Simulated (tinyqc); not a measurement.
Order-disorder in a binary alloy on two sublattices: Bragg-Williams and pair (quasi-chemical) approximations: one step, computed by the program tinyqc.

All z = 8 neighbours of a site lie on the other sublattice. B fills the sublattices with x + eta/2 and x - eta/2; energies are per site, from the pure components: u = -z w y with y the probability of an A-B bond taken in one order.

Question. Short-range order at the Bragg-Williams T_c. Quasi-chemical disordered state, with T here the Bragg-Williams T_c and not the input T: y^2/[(1 - x - y)(x - y)] = exp(2 w/(k_B T)) =: E, so y = 2 x (1 - x)/(1 + r), r = sqrt(1 - 4 x (1 - x)(1 - 1/E)); Warren-Cowley alpha = 1 - y/(x (1 - x)); u = -z w y.

Inputs (values chosen for the exercise, for a model alloy): ordering energy w = (e_AA + e_BB)/2 - e_AB = 22.3 meV; fraction x of B = 0.37.

Lattice: bcc (B2 order, z = 8).

T_c, Bragg-Williams = 965.1487 K

Constants: k_B = 8.617333262e-05 eV/K.

Give: bond probability y; alpha of the disordered state at the Bragg-Williams T_c; energy of the disordered state.

Answer.

bond probability y = 0.2615

alpha of the disordered state at the Bragg-Williams T_c = -0.1217

energy of the disordered state = -46.65 meV/site

Short-range order already holds 21 % of the full ordering energy z w x^2, counted from the random alloy at -z w x (1 - x); Bragg-Williams puts none there.
